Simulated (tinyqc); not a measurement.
## Programming of a floating-gate cell by Fowler-Nordheim tunnelling: effect of the gate voltage

Per tunnel area the floating gate has Ctun = 3.9 eps0/tox to the channel (0 V) and Ccg to the control gate, Ct = Ctun/(1 - ag), no other coupling. With the threshold shift U = -Q/Ccg the field is F = ag (Vg - U)/tox, and dU/dt = J/Ccg. Fowler-Nordheim: J = A F^2 exp(-B/F), A = q^2/(16 pi^2 hbar mo phi) (times 1e14 for A/cm^2 with F in V/nm, emitter mass m0), B = (4/3) sqrt(mo/C) phi^1.5, C = hbar^2/(2 m0).

After 5e-6 s. Exact: exp(B/F(t)) = exp(B/F(0)) + K t, K = A B ag/(Ccg tox), and U = Vg - tox F/ag.

Values chosen for this exercise; oxide values close to those of silicon dioxide: tunnel barrier phi = 3.08 eV; tunnelling mass mo = 0.4 m0; tunnel oxide thickness tox = 6.8 nm; coupling ratio Ccg/Ct ag = 0.57; threshold shift at the start Vt0 = -2.5 V.

Constants: q = 1.602176634e-19 C, hbar = 1.054571817e-34 J s, m0 = 9.1093837015e-31 kg, eps0 = 8.8541878128e-14 F/cm where lengths are in cm, hbar^2/(2 m0) = 0.0380998212 eV nm^2. Results are converted to the units shown.

Results:
```
Vg (V)  F (V/nm)  J (A/cm^2)    U (V)
10.1       1.039     0.02318   -2.290
10.7       1.066     0.04326   -2.014
11.3       1.081     0.06082   -1.597
12         1.089     0.07278  -0.9963
12.6       1.092     0.07768  -0.4325
13.2       1.094     0.08005   0.1508
13.8       1.095     0.08121   0.7427
15.1       1.095     0.08213    2.036
```

Estimate the missing row, Vg = 14.5 V.

Computed row:
```
Vg (V)  F (V/nm)  J (A/cm^2)  U (V)
14.5       1.095     0.08186  1.438
```

With this row back in the table: U rises from -2.29 to 2.04 V, by 0.46 V a volt between the first two rows and 0.997 between the last two: once K t exceeds exp(B/F(0)) the final field, 1.10 V/nm, no longer depends on Vg. In 6 of the 9 rows the starting field exceeds 12 MV/cm, where the oxide would wear out or break down quickly.

Range of the model: Programming fields of 10 MV/cm and more wear the oxide; trapping and the channel potential are ignored.

Computed by the program tinyqc: `OMP_NUM_THREADS=1 python tinyqc.py 2130084 2130085 out.jsonl`, one thread of a shared Intel Xeon 2.30GHz, about 0.01 s for the whole run.
